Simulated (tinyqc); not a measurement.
## Lifetime from the low-frequency admittance

Question. At low frequency a p+-n diode with a base of width wb has C_diff/G = (tau/2)(1 - 2 x/sinh 2x), x = wb/sqrt(Dp tau). Find tau, x and the limit of C_diff/G for infinite lifetime, wb^2/(3 Dp).

Values chosen for this exercise:

| symbol | value | unit | meaning |
|---|---|---|---|
| Dp | 5.9 | cm^2/s | hole diffusion coefficient |
| wb | 29 | um | width of the neutral base |

G = 0.051191375 S/cm^2
C_diff = 0.014275371 uF/cm^2

Answer. The ratio rises steadily with tau from tau/2 (long base) towards wb^2/(3 Dp) (short base), so one lifetime matches as long as the ratio is below that limit.

tau = 1.00e-6 s
x = 1.19
limit of C_diff/G = 4.75e-7 s

Computed by the program tinyqc: `OMP_NUM_THREADS=1 python tinyqc.py 2890116 2890117 out.jsonl`, one thread of a shared Intel Xeon 2.30GHz, about 0.01 s for the whole run.
